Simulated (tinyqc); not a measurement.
MOS capacitor with interface traps: C-V stretch-out, conductance peak and subthreshold swing: one step, computed by the program tinyqc. Command: `OMP_NUM_THREADS=1 python tinyqc.py 3028306 3028307 out.jsonl mostraps walk`. One thread of a shared host (Intel(R) Xeon(R) Processor @ 2.30GHz), about 0.01 s of CPU time with the checks.

Energies at the interface are counted from the valence band. psi > 0 means bending towards depletion, so the surface potential is -psi. Boltzmann statistics, full ionisation, no quantum confinement. Traps are neutral when filled up to E_n, with a sharp (zero-temperature) occupation.

Problem. Substrate and insulator. N_c = 2 M_c (2 pi m_e k_B T/h^2)^(3/2) and N_v = 2 (2 pi m_h k_B T/h^2)^(3/2), masses in units of m_0. n_i = sqrt(N_c N_v) exp(-E_g/2 k_B T); E_F = E_g - k_B T ln(N_c/N); phi_B = (k_B T/e) ln(N/n_i); L_D = sqrt(eps_s eps_0 k_B T/(e^2 N)); C_ox = eps_ox eps_0/t_ox.

Inputs (values chosen for the exercise, modelled on beta-Ga2O3, with an insulator like SiO2):

| quantity | value | unit |
|---|---|---|
| gap E_g | 4.88 | eV |
| electron mass m_e | 0.287 | m_0 |
| valleys M_c | 1 | - |
| hole mass m_h | 3.07 | m_0 |
| dielectric constant eps_s | 9.98 | - |
| doping N | 2.6e+17 | cm^-3 |
| insulator constant eps_ox | 3.97 | - |
| insulator thickness t_ox | 27 | nm |
| temperature T | 350 | K |

Substrate: n-type. Trap spectrum: flat.

Constants: m_0 = 9.1093837015e-31 kg; k_B = 1.380649e-23 J/K; h = 6.62607015e-34 J s; k_B = 8.617333262e-05 eV/K; eps_0 = 8.8541878128e-12 F/m; e = 1.602176634e-19 C.

Give: k_B T; n_i; bulk E_F; phi_B; Debye length L_D; C_ox; effective density of states of the majority band.

Solution.

k_B T = 0.03016 eV

n_i = 2.110e-16 cm^-3

bulk E_F = 4.792 eV

phi_B = 2.298 V

Debye length L_D = 7.999 nm

C_ox = 0.1302 microF/cm^2

effective density of states of the majority band = 4.862e+18 cm^-3

Caution: the bulk E_F lies within 3 k_B T of the majority band, where the dopants may be only partly ionised.
